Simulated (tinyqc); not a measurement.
Changing the bond bending beta_A: Keating valence-force model of a tetrahedral crystal. Computed by tinyqc, a small Python program. Command: `OMP_NUM_THREADS=1 python tinyqc.py 3011234 3011235 out.jsonl keating sweep`. One thread of a shared host (Intel(R) Xeon(R) Processor @ 2.30GHz), about 0.04 s of CPU time with the checks.

Atom A sits at 0 and atom B at a/4 (1,1,1) of an fcc lattice; the four bonds from A are t = a/4 (1,1,1), a/4 (1,-1,-1), a/4 (-1,1,-1), a/4 (-1,-1,1), of length d = sqrt(3) a/4. Energy: E = (3 alpha/(8 d^2)) sum over bonds (r.r - d^2)^2 + (3 beta/(8 d^2)) sum over pairs of bonds at one atom (r_i.r_j + d^2/3)^2, with beta_A for the six pairs at A and beta_B for the six at B. The cell holds two atoms, Omega = a^3/4. 1 N/m = 1 J/m^2. With constants fitted to the elastic moduli this model puts optical and zone-boundary frequencies of real crystals too high, by up to about 20 % in elemental crystals and up to about 50 % in compounds, and mostly by more for TA modes; in compounds the lattice part of the static dielectric constant then comes out too low.

Inputs (values chosen for the exercise, modelled on aluminium arsenide):

| quantity | value | unit |
|---|---|---|
| lattice constant a | 5.661 | angstrom |
| mass M_A | 26.98 | u |
| mass M_B | 74.92 | u |
| bond stretching alpha | 44.3 | N/m |
| bond bending beta_B | 9.48 | N/m |

Structure: zinc blende.

Constants: nu for 1 eV/(angstrom^2 u) = 15.6333042 THz; 1 eV/angstrom^2 = 16.02176634 J/m^2; 1 THz = 33.35640952 1/cm.

Method:
- beta = (beta_A + beta_B)/2; C11 = (alpha + 3 beta)/a, C12 = (alpha - beta)/a, C44 = 4 alpha beta/(a (alpha + beta)); with the two sublattices clamped C44(0) = (alpha + beta)/a; internal-strain parameter zeta = (alpha - beta)/(alpha + beta); B = (C11 + 2 C12)/3.
- beta = (beta_A + beta_B)/2; mu = M_A M_B/(M_A + M_B); lambda = 4 (alpha + beta)/mu with the springs in eV/angstrom^2; nu = 15.6333042 THz x sqrt(lambda).
- With displacements u exp(i q.r), each bracket changes by g.u, where g = (g_A, g_B): bond t, g = (-2 t, 2 t exp(i q.t)); pair (i, j) at A, g = (-(t_i + t_j), t_i exp(i q.t_j) + t_j exp(i q.t_i)); pair at B, g = (-t_i exp(-i q.t_j) - t_j exp(-i q.t_i), t_i + t_j). Then D_mn = sum over the 4 bonds and 12 pairs of (4 k/a^2) conj(g_m) g_n / sqrt(M_m M_n), with k = alpha or beta converted to eV/angstrom^2. Only the short-range forces enter; the Coulomb field of the charges is left out.
- An eigenvalue lambda of D in eV/(angstrom^2 u) gives nu = 15.6333042 THz x sqrt(lambda).
- Take the lowest frequency at X = (1, 0, 0) 2 pi/a, the transverse acoustic (TA) mode.

One run for each value:

| bond bending beta_A (N/m) | C44 (GPa) | internal-strain parameter zeta | TA frequency at X (THz) | C11 (GPa) | C12 (GPa) | nu_TO at G (THz) |
|---|---|---|---|---|---|---|
| 1.3 | 33.95 | 0.78305 | 3.5409 | 106.82 | 68.733 | 12.363 |
| 2.2 | 36.46 | 0.76705 | 3.6809 | 109.20 | 67.939 | 12.419 |
| 3.5 | 40.00 | 0.74444 | 3.8728 | 112.65 | 66.790 | 12.499 |
| 5.7 | 45.79 | 0.70746 | 4.1739 | 118.48 | 64.847 | 12.634 |
| 9.3 | 54.74 | 0.65021 | 4.6158 | 128.02 | 61.668 | 12.851 |
| 15.0 | 67.76 | 0.56703 | 5.2187 | 143.12 | 56.633 | 13.188 |
| 25.0 | 87.69 | 0.43971 | 6.0770 | 169.62 | 47.801 | 13.759 |
| 40.0 | 112.17 | 0.28331 | 7.0436 | 209.36 | 34.552 | 14.573 |

Over the rows, C44 (GPa) rises from 34.0 to 112 (exponent d ln y / d ln x 0.14 between the first rows and 0.52 between the last); internal-strain parameter zeta falls from 0.783 to 0.283 (exponent d ln y / d ln x -0.039 between the first rows and -0.94 between the last); TA frequency at X (THz) rises from 3.54 to 7.04 (exponent d ln y / d ln x 0.074 between the first rows and 0.31 between the last). The clamped-to-relaxed loss zeta^2 shrinks from 61 % to 8 %. Without bond bending C44, C11 - C12 and the TA frequency at X would all vanish: the tetrahedral net is held against shear by its angles.

Extremes, crossings and ranges named in words are read from the listed rows.
